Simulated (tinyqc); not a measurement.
Joule-heated wire on a substrate, fin equation: one step of the calculation.

A wire of length L loses heat along itself to two contacts and sideways to the substrate: kap A theta'' - g theta + p = 0 with theta = T - T0 and p = p0. The ends are held at T0. Constant conductivity, diffusive heat flow.

Question. Healing length. LH = sqrt(kap A/g); far from the contacts uniform heating p0 would give theta = p0/g.

Values chosen for this exercise: conductivity along the wire kap = 15 W/(m K); cross-section A = 57 nm^2; conductance per length to the substrate g = 0.44 W/(m K); length between the contacts L = 110 nm; heating per length p0 = 0.058 uW/nm.

Give: LH; L/LH; p0/g.

Answer.

LH = 44.08 nm
L/LH = 2.495
p0/g = 131.8 K

Numbers from tinyqc (`OMP_NUM_THREADS=1 python tinyqc.py 2520003 2520004 out.jsonl`; about 0.01 s on one thread of a shared Intel Xeon 2.30GHz).
